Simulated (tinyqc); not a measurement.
# Domain walls in a thin film with perpendicular anisotropy: Bloch, Neel and chiral walls, motion and stripe domains, step by step

A worked calculation. Computed by tinyqc, a small Python program that keeps every step. Command: `OMP_NUM_THREADS=1 python tinyqc.py 3009701 3009702 out.jsonl mwall walk`. One thread of a shared host (Intel(R) Xeon(R) Processor @ 2.30GHz), about 0.01 s of CPU time with the checks. Intermediate numbers are printed to about 5 digits and carried at full precision; extremes and crossings named in words are read from the listed rows.

One-dimensional wall: polar angle theta(x), azimuth phi of the moment in the wall (phi = 0 Neel, 90 degrees Bloch). mu_0 = 1.25663706212e-6 T m/A, gamma = 1.76085963023e11 rad/(s T).

Inputs (values chosen for the exercise, for a model film):
```
quantity                      value        unit
saturation magnetisation M_s    698        kA/m
exchange stiffness A             18        pJ/m
uniaxial anisotropy K_u         894      kJ/m^3
DMI constant D                  1.5      mJ/m^2
thickness t                     2.6          nm
damping alpha                 0.015           -
current density J              0.23  1e12 A/m^2
spin Hall angle theta_SH       0.25           -
```

Drive: spin-orbit torque.

Constants: hbar = 1.054571817e-34 J s; e = 1.602176634e-19 C.

## Width and energy of the Bloch wall

K_eff = K_u - mu_0 M_s^2/2; Delta = sqrt(A/K_eff); sigma_0 = 4 sqrt(A K_eff); profile theta = 2 arctan exp(x/Delta); quality factor Q = 2 K_u/(mu_0 M_s^2).

K_eff = 587.88 kJ/m^3

width parameter Delta = 5.5334 nm

sigma_0 = 13.012 mJ/m^2

quality factor Q = 2.9204

## Bloch or Neel

sigma(phi) = sigma_0 + 2 Delta K_D cos^2(phi) - pi D cos(phi), with the wall shape anisotropy K_D = N_x mu_0 M_s^2/2, N_x = t ln 2/(pi Delta). The minimum has cos(phi) = D/D_N for D < D_N = 4 Delta K_D/pi and phi = 0 beyond; sigma turns negative at D_c = (sigma_0 + 2 Delta K_D)/pi.

K_D = 31.736 kJ/m^3

D_N = 0.22359 mJ/m^2

azimuth phi = 0 degrees

wall energy sigma = 8.6507 mJ/m^2

D_c = 4.2536 mJ/m^2

A pure chiral Neel wall. D is 0.35 of D_c.

## Velocity under current

Spin-orbit drive: B_SL = hbar theta_SH J/(2 e M_s t) acts as the field (pi/2) B_SL cos(phi). Steady state: v = (gamma Delta/alpha)(pi/2) B_SL cos(phi) = gamma Delta [B_D sin(phi) - (B_K/2) sin(2 phi)], B_K = 2 K_D/M_s, B_D = pi D/(2 M_s Delta); the root with phi between its rest value and 90 degrees; v saturates at v_D = gamma Delta B_D.

B_SL = 10.427 mT

azimuth in motion = 62.515 degrees

velocity = 491.04 m/s

saturation velocity v_D = 594.40 m/s

v is 83 % of v_D: the wall has turned towards Bloch, where the torque loses its grip. Caution: pinning, heating and tilting of the wall are left out.

## Velocity against current

The formulas are those given above.

Steady motion:
```
J (1e12 A/m^2)  B_SL (mT)  phi (degrees)  v (m/s)  v at fixed rest phi (m/s)
0.02                 0.91         10.337    91.02                         93
0.05                 2.27         24.243   210.90                        231
0.10                 4.53         41.234   347.87                        463
0.20                 9.07         59.307   472.24                        925
0.50                22.67         76.084   556.27                       2313
1.00                45.34         82.813   578.73                       4626
2.00                90.67         86.359   587.59                       9252
5.00               226.68         88.533   591.94                      23129
```

The linear law holds to 5 % in 1 of the eight rows; in the last row v is 99.6 % of v_D = pi gamma D/(2 M_s), which depends on neither alpha nor theta_SH.

## Stripe domains

Dipolar length l = sigma/(mu_0 M_s^2); for t much smaller than the period the domain width is w = 0.955 t exp(pi l/t) (Kaplan and Gehring), given as log10 of w in nm.

dipolar length l = 14.130 nm

log10 of the domain width in nm = 7.8097

Domains would exceed a millimetre: any device is a single domain in equilibrium.

## Raising D

The formulas are those given above.

Wall against D; the last column is the Kaplan-Gehring width, log10[0.955 t exp(pi sigma/(mu_0 M_s^2 t))/nm], with a dash where it falls below 10 Delta and the formula fails:
```
D (mJ/m^2)  phi (degrees)  sigma (mJ/m^2)  sigma/sigma_0  log10 domain width
0.045              78.389          12.998        0.99891              11.536
0.110              60.530          12.927        0.99347              11.475
0.180              36.385          12.784        0.98251              11.353
0.850               0.000          10.693        0.82177               9.560
1.700               0.000           8.022        0.61654               7.271
2.600               0.000           5.195        0.39925               4.848
3.400               0.000           2.682        0.20610               2.694
3.800               0.000           1.425        0.10952                   -
```

D_N is 5 % of D_c, so a small D fixes the chirality long before it lowers the energy much. Beyond D_N sigma falls by pi per unit of D, and the domain width, which has sigma in an exponent, drops by 8.8 decades over the valid rows (values above 6 mean a single domain in any device).

Checks made by the program: sigma_0 against the integral over the profile (relative difference below 1e-10).
